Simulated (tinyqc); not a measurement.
Channel direction: nanosheet or nanowire with hard walls, valleys of the Si type.

Six ellipsoidal valleys along the cube axes: inverse mass tensor w = 1/mt + (1/ml - 1/mt) a a^T with a the unit axis. Device axes: x along the channel, z = [001], y = z x x.

Hard walls around a W x H rectangle. The block w_c of w in (y, z) confines; the transport mass follows from 1/m_x = w_xx - w_xc w_c^-1 w_cx. The cross-section problem c (w_yy ky^2 + 2 w_yz ky kz + w_zz kz^2), c = hbar^2/2m0, is solved in products sin(n pi y/W) sin(l pi z/H), n, l = 1 to 12; if w_yz = 0 the levels are c pi^2 (w_yy n^2/W^2 + w_zz l^2/H^2). The w_yz term couples (n, l) to (n', l') by -2 c w_yz D_nn'(W) D_ll'(H) with D_nm(L) = 4 n m/(L (n^2 - m^2)) for n + m odd and 0 otherwise.

Without degeneracy the line density is N1 exp((EF - Ec)/kB T) with N1 = sum 2 g sqrt(m_x kB T/(4 pi c)) exp(-E/kB T), here over n, l up to 80 where w_yz = 0 and over all levels of a 12 x 12 sine basis otherwise; the classical value is W H Nc with Nc = 2 g_all (m_dos kB T/(4 pi c))^(3/2), m_dos = (ml mt^2)^(1/3); dVt = kB T ln(W H Nc/N1).

Constants: hbar^2/2m0 = 3.80998211 eV angstrom^2; kB = 8.617333262e-05 eV/K.

Values chosen for the exercise (near those of Si; not measured data): ml = 0.899 m0 (longitudinal mass); mt = 0.188 m0 (transverse mass); T = 300 K (temperature); g_all = 6 (number of valleys); W = 50 angstrom (width, along y); H = 54 angstrom (height, along z = [001]).

The same rectangle along [100] and [110]; groups ordered by w_zz, then w_yy.

Lowest level of each group:
```
channel, group  valleys g   w_yy   w_zz  |w_yz|  m_x (m0)  E (eV)
[100] A                 2  5.319  1.112   0.000     0.188  0.0944
[100] B                 2  1.112  5.319   0.000     0.188  0.0853
[100] C                 2  5.319  5.319   0.000     0.899  0.1486
[110] A                 2  5.319  1.112   0.000     0.188  0.0944
[110] B                 4  3.216  5.319   0.000     0.543  0.1170
```

The lowest subband has m_x = 0.188 m0 and 2 valleys along [100], and 0.188 m0 and 2 valleys along [110]; its edge lies at 0.0853 and 0.0944 eV. The transport masses are equal, but the lowest subbands come from different valleys.

Program tinyqc; command `OMP_NUM_THREADS=1 python tinyqc.py 1280922 1280923 out.jsonl`; about 0.02 s on one thread of a shared Intel(R) Xeon(R) Processor @ 2.30GHz.
